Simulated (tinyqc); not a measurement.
Worked calculation: band offset of a heterojunction with an interface dipole (two-band chains, self-consistent charge). Values are carried at full precision from step to step, so a last printed digit may differ when a step is redone from the rounded ones.

Sites alternate A, C. Left: A at -G1/2, C at +G1/2, hopping -t1; right: A at D - G2/2, C at D + G2/2, hopping -t2; the bonds across the two interfaces of a ring (C left to A right, C right to A left) have -sqrt(t1 t2). D is the offset of the mid-gaps, so Ev(right) - Ev(left) = D - (G2 - G1)/2 and Ec(right) - Ec(left) = D + (G2 - G1)/2. The closing bond has its sign reversed (antiperiodic ring). Half the levels are filled with two electrons each. The charge moved is q = (electrons on the left) less one a site; the mean over the two interfaces, q/2, is taken as the charge that crosses each, and its dipole opposes the offset: D = D0 - u q/2.

Values chosen for the exercise (gaps near those of Si and SiO2; the chains and D0 are free models, so the offsets are not those of the real pair; the results hold for these values, not for the real material):
- G1 = 1.15 eV (gap on the left)
- G2 = 9.28 eV (gap on the right)
- t1 = 2.41 eV (hopping on the left)
- t2 = 2.18 eV (hopping on the right)
- D0 = -0.65 eV (mid-gap of the right side above that of the left, without dipole)
- n = 2 (cells a side in the small ring)
- u = 8.9 eV (potential step per electron moved across)
- mx = 0.8 (mixing)

## The small ring at D = D0

Fill in H.

H (eV):
```
         AL1      CL1      AL2      CL2      AR1      CR1      AR2      CR2
AL1  -0.5750  -2.4100        0        0        0        0        0   2.2921
CL1  -2.4100   0.5750  -2.4100        0        0        0        0        0
AL2        0  -2.4100  -0.5750  -2.4100        0        0        0        0
CL2        0        0  -2.4100   0.5750  -2.2921        0        0        0
AR1        0        0        0  -2.2921  -5.2900  -2.1800        0        0
CR1        0        0        0        0  -2.1800   3.9900  -2.1800        0
AR2        0        0        0        0        0  -2.1800  -5.2900  -2.1800
CR2   2.2921        0        0        0        0        0  -2.1800   3.9900
```

## Levels and site charges

Diagonalise, fill the lower half with two electrons each, and sum the electrons on the left (L) less one a site.

levels (eV): -6.8450  -6.0284  -3.8281  -1.7763  1.6356  3.6245  4.9070  5.7107

electrons on the sites: AL1 1.3784, CL1 0.6948, AL2 1.2848, CL2 0.5987, AR1 1.8089, CR1 0.1603, AR2 1.8445, CR2 0.2296

q = -0.0432 electrons

Electrons move to the right, the side whose mid-gap lies lower.

## Self-consistent offset

From here on the ring has 24 cells a side.

Start at D = D0; D(out) = D0 - u q(D)/2; D(new) = D + mx (D(out) - D); stop when |D(out) - D| < 1e-7 eV.

Iterations:

| i | D (eV) | q | D(out) (eV) | D(out) - D |
|---|---|---|---|---|
| 0 | -0.65000 | -0.04727 | -0.43963 | 0.210 |
| 1 | -0.48170 | -0.03484 | -0.49495 | -0.0132 |
| 2 | -0.49230 | -0.03562 | -0.49149 | 0.000809 |
| 3 | -0.49165 | -0.03557 | -0.49170 | -4.95e-05 |
| 4 | -0.49169 | -0.03558 | -0.49169 | 3.03e-06 |
| 5 | -0.49169 | -0.03557 | -0.49169 | -1.85e-07 |
| 6 | -0.49169 | -0.03558 | -0.49169 | 1.13e-08 |

D = -0.4917 eV

Converged at i = 6: the dipole removes 24 % of the starting offset.

## Linear response

chi = (q(+h) - q(-h))/(2h) at D = 0 with h = 0.01 eV; S = 1/(1 + u chi/2); linear estimate D = S D0.

chi = 0.07185 1/eV
S = 0.7577
linear estimate of D = -0.4925 eV

The self-consistent value is -0.4917 eV, +0.8 meV from the estimate. At D = 0 no net charge crosses: the mid-gaps are the neutrality levels of these symmetric chains.

## The line-up

Ev(right) - Ev(left) = D - (G2 - G1)/2 and Ec(right) - Ec(left) = D + (G2 - G1)/2, for D0, for the self-consistent D and for D = 0. Type I: the offsets have opposite signs; type III: one valence edge lies above the other conduction edge; else type II.

Offsets (eV):

| case | D | valence | conduction | type |
|---|---|---|---|---|
| no dipole | -0.650 | -4.715 | 3.415 | type I (straddling) |
| self-consistent | -0.492 | -4.557 | 3.573 | type I (straddling) |
| neutrality levels aligned | 0.000 | -4.065 | 4.065 | type I (straddling) |

The dipole shifts both offsets alike and leaves the type.

## Checks

- q at D = 0 against zero, as particle-hole symmetry demands: both 0.000000.
- q at the self-consistent D on 24 against 48 cells a side: both -0.0356.

Run: tinyqc, `OMP_NUM_THREADS=1 python tinyqc.py 1481654 1481655 out.jsonl`; Intel(R) Xeon(R) Processor @ 2.30GHz, one thread, shared host; about 0.4 s of CPU time with all checks.
